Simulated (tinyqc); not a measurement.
# n-type polysilicon, carrier trapping at grain boundaries: effect of the grain size

One-dimensional grains of size Lg, uniform ionised doping N, monovalent traps Qt at each boundary at a depth Et below (for electrons) or above (for holes) the band edge there, abrupt depletion of width W on each side of a boundary, Boltzmann statistics. xi is the distance from the band edge at the grain centre to the Fermi level. Trapped charge Qt/(1 + exp((xi + VB - Et)/Vt)) = 2 N W, barrier VB = q N W^2/(2 eps0 eps_r).

If the trap equation with xi = Vt ln(NB/N) has a root W < Lg/2, the grain is partly depleted; otherwise W = Lg/2 and the trap equation gives xi = Et - VB + Vt ln(Qt/(N Lg) - 1). N* = Qt/Lg. n0 = NB exp(-xi/Vt); mean density n0 (1 - 2 W/Lg) by charge balance in a partly depleted grain, and n0 (sqrt(pi)/2) erf(u)/u with u = sqrt(VB/Vt) in a fully depleted one; v = sqrt(kB T/(2 pi ms m0)); barrier resistivity Vt exp(VB/Vt)/(q fe n0 v Lg); grain resistivity (1 - 2 W/Lg)/(q n0 mug); effective mobility 1/(q mean density total resistivity). Rows with xi above 0.45 V, towards mid-gap, are left out, since the other carrier type is ignored.

Parameters, values chosen for the exercise; values of the order met in polycrystalline silicon:
```
symbol   value        unit                                                              meaning
T          300           K                                                          temperature
eps_r     11.7                                                            relative permittivity
NB      2.8e19       cm^-3                               conduction-band density of states at T
Qt      2.6e12       cm^-2                                     trap density of a grain boundary
Et        0.44          eV  depth of the trap level from the majority band edge at the boundary
ms        0.56          m0                                         mass for thermionic emission
fe         0.5                                           correction factor of the emission rate
mug        170  cm^2/(V s)                                           mobility inside the grains
N       3.1e18       cm^-3                                                               doping
```

Constants: q = 1.602176634e-19 C, kB = 1.380649e-23 J/K, m0 = 9.1093837015e-31 kg, Vt = kB T/q, eps0 = 8.8541878128e-14 F/cm where lengths are in cm. Results are converted to the units shown.

The same in every row: VB (V) = 0.04216; xi (V) = 0.05690.

Result of one run:
```
N/N*	depleted share 2 W/Lg	mean density (cm^-3)	resistivity (ohm cm)	effective mobility (cm^2/(V s))
59.62	0.01677	3.048e18	0.01460	140.2
```

Which grain size Lg gave this result: 31, 94, 160, 290 or 500 nm?

Lg = 500 nm.

The whole series:
```
Lg (nm)	N/N*	depleted share 2 W/Lg	mean density (cm^-3)	resistivity (ohm cm)	effective mobility (cm^2/(V s))
10	1.192	0.8387	5.000e17	0.1498	83.32
17	2.027	0.4934	1.571e18	0.09300	42.73
31	3.696	0.2706	2.261e18	0.05635	48.98
53	6.319	0.1582	2.609e18	0.03788	63.15
94	11.21	0.08922	2.823e18	0.02652	83.35
160	19.08	0.05242	2.938e18	0.02047	103.8
290	34.58	0.02892	3.010e18	0.01660	124.9
500	59.62	0.01677	3.048e18	0.01460	140.2
```

As Lg goes from 10 to 500, VB stays at 0.0422 V, the resistivity falls from 0.150 to 0.0146 ohm cm and the effective mobility goes from 83.3 through a minimum of 42.7 (at Lg = 17 among the rows listed) to 140 cm^2/(V s). In every row xi is under 2.5 Vt, where Boltzmann statistics begin to fail. For Lg = 10 the grain is near the changeover between partial and full depletion, within a few Debye lengths, where both limits are rough.

Computed by the program tinyqc: `OMP_NUM_THREADS=1 python tinyqc.py 2830161 2830162 out.jsonl`, one thread of a shared Intel Xeon 2.30GHz, about 0.01 s for the whole run.
